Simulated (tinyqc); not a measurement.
Barrier width: Kronig-Penney superlattice by transfer matrices.

Wells (width a, potential 0, mass mw) alternate with barriers (width b, height V0, mass mb); period d = a + b; c = hbar^2/2m0. The vector (psi, psi'/m) is continuous, and a layer of thickness t carries it by M = [[cos kt, (m/k) sin kt], [-(k/m) sin kt, cos kt]] with k = sqrt(m (E - V)/c); for E < V, k = i kappa gives [[cosh, (m/kappa) sinh], [(kappa/m) sinh, cosh]] of kappa t. A Bloch state obeys cos(q d) = tr(Mb Mw)/2.

Constants: hbar^2/2m0 = 3.80998211 eV angstrom^2.

Inputs chosen for the exercise (near those of a strained Si superlattice with barriers of SiGe; shifted at random, so the results belong to these values and not to a real crystal): a = 19 angstrom (well width); V0 = 0.177 eV (barrier height); mw = 0.906 m0 (mass in the wells); mb = 0.97 m0 (mass in the barriers); bs = (6.5, 9.8, 13, 16.9, 20.8, 26, 32.5) angstrom (barrier widths).

First miniband against b. m_z = -2 c f'/d^2 with f = tr M/2 at the bottom of the band. E1 is the level of the single well, kappa1 its decay constant in the barrier.

First miniband:

| b (angstrom) | bottom (eV) | top (eV) | W (meV) | ln W | m_z (m0) |
|---|---|---|---|---|---|
| 6.5 | 0.0329 | 0.0662 | 33.28 | 3.505 | 1.10 |
| 9.8 | 0.0393 | 0.0574 | 18.02 | 2.892 | 1.36 |
| 13.0 | 0.0429 | 0.0529 | 10.01 | 2.304 | 1.80 |
| 16.9 | 0.0452 | 0.0501 | 4.913 | 1.592 | 2.68 |
| 20.8 | 0.0464 | 0.0488 | 2.417 | 0.883 | 4.23 |
| 26.0 | 0.0471 | 0.0481 | 0.9400 | -0.062 | 8.23 |
| 32.5 | 0.0474 | 0.0477 | 0.2888 | -1.242 | 20.1 |

E1 = 0.0476 eV
kappa1 = 0.1815 1/angstrom

How do the results move, and what explains it?

W falls from 33.3 to 0.29 meV, and both edges close in on E1. The slope of ln W is -0.1859 per angstrom over the first two rows and -0.1815 over the last two, against -kappa1 = -0.1815: the width follows one power of the tunnelling amplitude once the wells couple weakly. m_z grows by a factor 18.3. Layers under about 10 angstrom are at the limit of envelope theory.

Program tinyqc; command `OMP_NUM_THREADS=1 python tinyqc.py 1280517 1280518 out.jsonl`; about 0.07 s on one thread of a shared Intel(R) Xeon(R) Processor @ 2.30GHz.
